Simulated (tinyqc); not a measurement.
Shallow acceptor in the spherical model (Baldereschi-Lipari), strong spin-orbit limit: one step, computed by the program tinyqc. Command: `OMP_NUM_THREADS=1 python tinyqc.py 3000892 3000893 out.jsonl acceptor walk`. One thread of a shared host (Intel(R) Xeon(R) Processor @ 2.30GHz), about 0.01 s of CPU time with the checks.

The 1S(3/2) state has an s envelope f(r) and a d envelope g(r). In effective units they obey -(f'' + 2f'/r + 2f/r) + mu (g'' + 5g'/r + 3g/r^2) = E f and -(g'' + 2g'/r - 6g/r^2 + 2g/r) + mu (f'' - f'/r) = E g. The cubic term, the split-off band and the central cell are left out.

Problem. Matrices in a small basis. zeta_i = zeta_1 beta^(i-1), i = 1..n, in both channels. Basis: f_i = exp(-zeta_i r), g_i = r exp(-zeta_i r), weight r^2 dr, s = zeta_i + zeta_j. S_ff = 2/s^3, H_ff = zeta_i zeta_j S_ff - 2/s^2; S_gg = 24/s^5, H_gg = 8/s^3 + 24 zeta_i zeta_j/s^5 - 12/s^4; H(f_i, g_j) = mu (6 zeta_i^2/s^4 + 2 zeta_i/s^3); S_fg = 0. Each function is normalised by sqrt(S_ii).

Inputs (values chosen for the exercise, modelled on InAs): functions per channel n = 3; smallest exponent zeta_1 = 0.88 1/a*; ratio beta of exponents = 1.9.

mu = 0.9126904

Give: H; S.

Solution.

H (Ry*):
```
          f1         f2        f3       g1      g2      g3
f1   -0.9856   -0.92834  -0.70638   1.0202  1.3551  1.3620
f2  -0.92834  -0.548416   0.39758   1.9752  3.6828  4.8918
f3  -0.70638    0.39758    3.7385   2.7633  7.1304  13.295
g1    1.0202     1.9752    2.7633  0.92693  1.8370  2.3796
g2    1.3551     3.6828    7.1304   1.8370  4.8510  8.3254
g3    1.3620     4.8918    13.295   2.3796  8.3254  20.371
```

S:
```
        f1      f2      f3      g1      g2      g3
f1  1.0000  0.8591  0.5601  0.0000  0.0000  0.0000
f2  0.8591  1.0000  0.8591  0.0000  0.0000  0.0000
f3  0.5601  0.8591  1.0000  0.0000  0.0000  0.0000
g1  0.0000  0.0000  0.0000  1.0000  0.7763  0.3806
g2  0.0000  0.0000  0.0000  0.7763  1.0000  0.7763
g3  0.0000  0.0000  0.0000  0.3806  0.7763  1.0000
```
